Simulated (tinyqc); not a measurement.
Worked calculation: CCSD on RHF in the sto-3g basis, for H6, spin multiplicity 1. One step of it, computed by the program tinyqc.

Task: Iteration 6 (converged): orbitals. Diagonalise F' = X^T F X, C = X C', fill 3 alpha and 3 beta electrons from the bottom; D = 2 C_occ C_occ^T. Each column has its largest component positive (the first on a tie).

converged F (hartree), order 1H 1s, 2H 1s, 3H 1s, 4H 1s, 5H 1s, 6H 1s:
```
[[-0.360516, -0.592092, -0.109324, -0.022131, -0.000222, -0.001541],
 [-0.592092, -0.387933, -0.233234, -0.109304, -0.008556, -0.000221],
 [-0.109324, -0.233234, -0.391550, -0.597636, -0.109490, -0.022177],
 [-0.022131, -0.109304, -0.597636, -0.391632, -0.233591, -0.109510],
 [-0.000222, -0.008556, -0.109490, -0.233591, -0.388024, -0.592106],
 [-0.001541, -0.000221, -0.022177, -0.109510, -0.592106, -0.360523]]
```

X, order 1H 1s, 2H 1s, 3H 1s, 4H 1s, 5H 1s, 6H 1s:
```
[[-0.564795, -0.837696, -0.651618, -0.368880, 0.379585, 0.215899],
 [0.771550, 0.903652, 0.499612, -0.254664, 0.385888, 0.274079],
 [-1.073704, -0.188129, 0.702611, 0.420408, 0.077681, 0.356023],
 [1.074274, -0.187186, -0.702442, 0.420199, -0.077574, 0.356149],
 [-0.773165, 0.902484, -0.499885, -0.255004, -0.385286, 0.274540],
 [0.565943, -0.836616, 0.652031, -0.369348, -0.378999, 0.216274]]
```

Give: F' = X^T F X; orbital energies; coefficients C; D after iteration 6.

Result:

F' = X^T F X (hartree):
```
[[1.027, 0.000, 0.008, 0.000, -0.029, 0.000],
 [0.000, 0.717, 0.000, 0.038, 0.000, 0.012],
 [0.008, 0.000, 0.466, 0.000, 0.012, 0.000],
 [0.000, 0.038, 0.000, -0.494, 0.000, -0.004],
 [-0.029, 0.000, 0.012, 0.000, -0.585, 0.000],
 [0.000, 0.012, 0.000, -0.004, 0.000, -0.659]]
```

orbital energies (hartree): [-0.659, -0.586, -0.495, 0.466, 0.718, 1.027]

coefficients C, order 1H 1s, 2H 1s, 3H 1s, 4H 1s, 5H 1s, 6H 1s:
```
[[0.214, 0.377, -0.348, -0.639, -0.847, -0.580],
 [0.259, 0.394, -0.290, 0.494, 0.897, 0.771],
 [0.368, 0.050, 0.417, 0.718, -0.172, -1.066],
 [0.368, -0.050, 0.417, -0.717, -0.171, 1.066],
 [0.260, -0.393, -0.290, -0.494, 0.896, -0.773],
 [0.214, -0.377, -0.348, 0.640, -0.846, 0.581]]
```

D after iteration 6, order 1H 1s, 2H 1s, 3H 1s, 4H 1s, 5H 1s, 6H 1s:
```
[[0.618, 0.610, -0.094, -0.170, 0.017, 0.050],
 [0.610, 0.612, -0.011, -0.090, -0.006, 0.017],
 [-0.094, -0.011, 0.624, 0.614, -0.090, -0.170],
 [-0.170, -0.090, 0.614, 0.624, -0.011, -0.095],
 [0.017, -0.006, -0.090, -0.011, 0.612, 0.610],
 [0.050, 0.017, -0.170, -0.095, 0.610, 0.618]]
```
